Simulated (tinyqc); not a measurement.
# Worked calculation: thin-body transistor below threshold, two-dimensional Poisson equation on a small mesh

Computed by the program tinyqc: `OMP_NUM_THREADS=1 python tinyqc.py 2480170 2480171 out.jsonl`, one thread of a shared Intel Xeon 2.30GHz, about 0.1 s for the whole run. Printed values are rounded.

A thin body on a thick buried insulator of low permittivity, taken as carrying no normal field at the bottom of the body (row 0). Mobile charge is neglected (subthreshold), the body is fully depleted, and potentials are counted from the intrinsic level; rows run upward to the gate, columns from source to drain.

Parameters, values chosen for the exercise; semiconductor permittivity close to that of silicon:
```
symbol,value,unit,meaning
T,300,K,temperature
eps_r,11.6,,relative permittivity of the semiconductor
eox,7.5,,relative permittivity of the insulator
tb,5,nm,body thickness
tox,3.3,nm,insulator thickness
L,46,nm,channel length
Na,0,cm^-3,acceptor density of the depleted body
Vbi,0.54,V,potential of the source
Vfb,-0.06,V,gate offset
Vg,0.05,V,gate voltage
Vd,0.5,V,drain voltage
```

Constants: q = 1.602176634e-19 C, kB = 1.380649e-23 J/K, Vt = kB T/q, eps0 = 8.8541878128e-14 F/cm where lengths are in cm. Results are converted to the units shown.

## Coefficients of the five-point equations

Mesh: rows i = 0..2 in the semiconductor (step hs = tb/2, row 2 on the interface), then 1 step(s) ho = tox/1 up to the gate row 3; columns j = 0..5 (step hy = L/5). Box integration, divided by eps0: up_i = eps hy/h of the interval above row i, dn_i = that of the interval below (0 for row 0), lat_i = (sum of eps h/2 over the intervals above and below)/hy, s_i = -q Na w_i hy/eps0 with w_i the semiconductor height of the box (hs/2 for row 0 and the interface row, hs between, 0 in the insulator). Each free node obeys (up + dn + 2 lat) psi = up psi(above) + dn psi(below) + lat [psi(left) + psi(right)] + s.

```
row        up        dn       lat  s (V)
0    42.68800         0  1.576087      0
1    42.68800  42.68800  3.152174      0
2    20.90909  42.68800  2.921196      0
```

## Iteration 1: over-relaxation sweep (omega = 1.4)

psi at the start (fixed values on the edges, free nodes at zero) (V):
```
            j=0       j=1       j=2       j=3       j=4       j=5
row 0  0.540000  0.000000  0.000000  0.000000  0.000000  1.040000
row 1  0.540000  0.000000  0.000000  0.000000  0.000000  1.040000
row 2  0.540000  0.000000  0.000000  0.000000  0.000000  1.040000
row 3  0.110000  0.110000  0.110000  0.110000  0.110000  0.110000
```

Free nodes: rows 0..2, columns 1..4, taken row by row from row 0, left to right. t = (up psi(above) + dn psi(below) + lat [psi(left) + psi(right)] + s)/(up + dn + 2 lat), with the newest neighbours; psi(new) = psi + 1.4 (t - psi).

psi after iteration 1 (V):
```
            j=0       j=1       j=2       j=3       j=4       j=5
row 0  0.540000  0.025993  0.001251  0.000060  0.050063  1.040000
row 1  0.540000  0.042937  0.002882  0.000178  0.082704  1.040000
row 2  0.540000  0.115129  0.055633  0.049801  0.181735  1.040000
row 3  0.110000  0.110000  0.110000  0.110000  0.110000  0.110000
```

## Iteration 2: over-relaxation sweep (omega = 1.4)

As before.

psi after iteration 2 (V):
```
            j=0       j=1       j=2       j=3       j=4       j=5
row 0  0.540000  0.071634  0.006708  0.002941  0.138000  1.040000
row 1  0.540000  0.130701  0.045785  0.040494  0.227352  1.040000
row 2  0.540000  0.147888  0.075166  0.076432  0.235101  1.040000
row 3  0.110000  0.110000  0.110000  0.110000  0.110000  0.110000
```

## Course of the iteration: over-relaxation sweep (omega = 1.4)

Stop when the largest change of psi is below 1e-7 V, or after 400 iterations. Fixed values: gate row Vg - Vfb; column 0 at Vbi and the last column at Vbi + Vd in the semiconductor, each running linearly to Vg - Vfb across the insulator.

Course of the iteration:
```
iteration  psi at row 0, j = 2 (V)  largest |change| of one entry (V)
1                      0.001251174                              0.182
2                      0.006708370                              0.145
3                       0.06523885                              0.156
4                       0.09584201                             0.0484
5                        0.1215564                             0.0371
6                        0.1364837                             0.0214
7                        0.1468620                             0.0104
8                        0.1526085                            5.75e-3
9                        0.1558161                            3.21e-3
...                            ...                                ...
15                       0.1586000                            3.48e-5
16                       0.1586159                            1.59e-5
17                       0.1586235                            7.58e-6
18                       0.1586269                            3.43e-6
19                       0.1586286                            1.66e-6
20                       0.1586294                            7.81e-7
21                       0.1586297                            3.84e-7
22                       0.1586299                            1.81e-7
23                       0.1586300                            8.65e-8
```

Converged in 23 iterations. At the end each change is about 0.48 times the one before: linear convergence.

## Barrier, swing and barrier lowering

converged psi (V):
```
            j=0       j=1       j=2       j=3       j=4       j=5
row 0  0.540000  0.236366  0.158630  0.185994  0.376377  1.040000
row 1  0.540000  0.228025  0.154750  0.179975  0.358904  1.040000
row 2  0.540000  0.202059  0.143596  0.162607  0.304351  1.040000
row 3  0.110000  0.110000  0.110000  0.110000  0.110000  0.110000
```

d psi/dVg on row 0: j=0 0.0000000, j=1 0.7112186, j=2 0.9083645, j=3 0.9083645, j=4 0.7112186, j=5 0.0000000
d psi/dVd on row 0: j=0 0.000000, j=1 0.004380, j=2 0.018454, j=3 0.073182, j=4 0.284402, j=5 1.000000

The barrier is read along row 0, the path farthest from the gate. Take the node j of lowest psi: barrier Vbi - psi_j; swing Vt ln 10/(d psi_j/dVg); DIBL = (d psi_j/dVd)/(d psi_j/dVg). The derivatives solve the same equations with s = 0 and a unit change of that voltage.

j = 2
barrier = 0.3813699 V
swing = 65.53143 mV/decade
DIBL = 20.31526 mV/V

A mesh of 12, 8 and 80 steps (semiconductor, insulator, channel) gives a barrier of 0.397 V, a swing of 63.1 mV a decade and a DIBL of 18.7 mV/V; the small mesh puts the barrier 4.0 % below that.
